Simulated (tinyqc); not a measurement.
# Worked calculation: nanowire ballistic transistor, top-of-the-barrier model

tinyqc, about 0.08 s, one thread, Intel Xeon 2.30GHz (shared host): `OMP_NUM_THREADS=1 python tinyqc.py 2400051 2400052 out.jsonl` Printed values are rounded.

At the top of the source barrier, states moving towards the drain are filled by the source (Fermi level 0) and states moving back by the drain (Fermi level -q Vd); nothing scatters. U is the shift of the band edge there, set by the capacitances CG, CD and CS (the total) and by the charge. Parabolic one-dimensional subbands; the source is grounded.

Inputs (values chosen for the exercise); mass and valleys close to those of indium arsenide: temperature T = 300 K; effective mass m = 0.0287 m0; valley degeneracy gv = 1; relative permittivity of the gate insulator eox = 22; insulator thickness tox = 1.6 nm; wire diameter d = 4 nm; offset of a second subband (0: none) dE = 0.11 eV; gate control CG/CS aG = 0.79; drain control CD/CS aD = 0.01; band edge at the barrier top above the source Fermi level at zero bias E0 = 0.27 eV; gate voltage Vg = 0.8 V; drain voltage Vd = 0.8 V.

Constants: q = 1.602176634e-19 C, kB = 1.380649e-23 J/K, hbar = 1.054571817e-34 J s, h = 6.62607015e-34 J s, m0 = 9.1093837015e-31 kg, Vt = kB T/q, eps0 = 8.8541878128e-14 F/cm where lengths are in cm. Results are converted to the units shown.

Range of the model: The source Fermi level lies 0.35 eV above the band edge, where a light band is no longer parabolic.

## Density of states, capacitances and charge at zero bias

N0 = gv sqrt(2 m kB T/pi)/hbar, CG = 2 pi eps0 eox/ln(1 + 2 tox/d), CS = CG/aG, n0 = n at U = 0 and Vd = 0. eta1 = -(E0 + U)/Vt, eta2 = eta1 - Vd/Vt, n = (N0/2)[F_(-1/2)(eta1) + F_(-1/2)(eta2)], F_(-1/2)(x) = (1/sqrt(pi)) int_0^infinity u^(-1/2)/(1 + exp(u - x)) du. Each F is summed over the two subbands, F(eta) + F(eta - dE/Vt), which share the mass. UL = -(aG Vg + aD Vd).

N0 = 7.87321e5 cm^-1
CG = 20.8224 pF/cm
CS = 26.3575 pF/cm
n0 = 23.2522 cm^-1
UL = -0.64 eV

## Iteration 1: self-consistent potential at the barrier top

U at the start (U = UL) = -0.64 eV

eta1 = -(E0 + U)/Vt, eta2 = eta1 - Vd/Vt, n = (N0/2)[F_(-1/2)(eta1) + F_(-1/2)(eta2)], F_(-1/2)(x) = (1/sqrt(pi)) int_0^infinity u^(-1/2)/(1 + exp(u - x)) du. Each F is summed over the two subbands, F(eta) + F(eta - dE/Vt), which share the mass. U(out) = UL + q (n - n0)/CS. U(new) = U + 0.2 (U(out) - U).

eta1 = 14.3122
eta2 = -16.6331
n = 3.07968e6 cm^-1
U(out) = -0.621280 eV
U after iteration 1 = -0.636256 eV

## Iteration 2: self-consistent potential at the barrier top

As before.

eta1 = 14.1674
eta2 = -16.7780
n = 3.06077e6 cm^-1
U(out) = -0.621395 eV
U after iteration 2 = -0.633284 eV

## Course of the iteration: self-consistent potential at the barrier top

Stop when U changes by less than 1e-9 eV, or after 90 iterations.

Course of the iteration:
```
iteration     U (eV)  |change| (eV)
1          -0.636256        3.74e-3
2          -0.633284        2.97e-3
3          -0.630924        2.36e-3
4          -0.629051        1.87e-3
5          -0.627565        1.49e-3
6          -0.626385        1.18e-3
7          -0.625448        9.37e-4
8          -0.624705        7.43e-4
9          -0.624115        5.90e-4
...              ...            ...
59         -0.621844        5.67e-9
60         -0.621844        4.50e-9
61         -0.621844        3.57e-9
62         -0.621844        2.83e-9
63         -0.621844        2.25e-9
64         -0.621844        1.78e-9
65         -0.621844        1.42e-9
66         -0.621844        1.12e-9
67         -0.621844       8.92e-10
```

Converged in 67 iterations. At the end each change is about 0.79 times the one before: linear convergence.

## Current, mean velocity and share of the gate voltage

converged U = -0.621844 eV

N0 = gv sqrt(2 m kB T/pi)/hbar, CG = 2 pi eps0 eox/ln(1 + 2 tox/d), CS = CG/aG, n0 = n at U = 0 and Vd = 0. eta1 = -(E0 + U)/Vt, eta2 = eta1 - Vd/Vt, n = (N0/2)[F_(-1/2)(eta1) + F_(-1/2)(eta2)], F_(-1/2)(x) = (1/sqrt(pi)) int_0^infinity u^(-1/2)/(1 + exp(u - x)) du. Each F is summed over the two subbands, F(eta) + F(eta - dE/Vt), which share the mass. I = gv (2 q^2/h) Vt [ln(1 + exp eta1) - ln(1 + exp eta2)], summed over both subbands. Mean velocity I/(q n). CQ = (q/Vt) dn/d(eta1); the band edge follows the gate as -dU/dVg = aG/(1 + CQ/CS).

eta1 = 13.6099
n = 2.98681e6 cm^-1
I = 45.9997 uA
mean velocity = 9.61250e7 cm/s
CQ = 0.833198 pF/cm
-dU/dVg = 0.765792 eV/V

The carriers from the source are degenerate (eta1 = 13.6), and the mean velocity is 3.03 times vT = sqrt(2 kB T/(pi m)) = 3.18e7 cm/s.
